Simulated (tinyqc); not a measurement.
Trap density from the barrier height.

Question. In a partly depleted grain with all boundary traps filled, 2 N W = Qt and VB = q N W^2/(2 eps0 eps_r). Find Qt, W and the doping at which VB would equal Vt.

Values chosen for this exercise: temperature T = 300 K; relative permittivity eps_r = 11.7.

Constants: q = 1.602176634e-19 C, kB = 1.380649e-23 J/K, Vt = kB T/q, eps0 = 8.8541878128e-14 F/cm where lengths are in cm. Results are converted to the units shown.

doping = 1.2e18 cm^-3
barrier height = 0.071046577 V

Answer. Eliminating W gives VB = q Qt^2/(8 eps0 eps_r N), which falls as 1/N.

Qt = 2.100e12 cm^-2
W = 8.750 nm
doping for VB = Vt = 3.298e18 cm^-3

Computed by the program tinyqc: `OMP_NUM_THREADS=1 python tinyqc.py 2830023 2830024 out.jsonl`, one thread of a shared Intel Xeon 2.30GHz, about 0.01 s for the whole run.
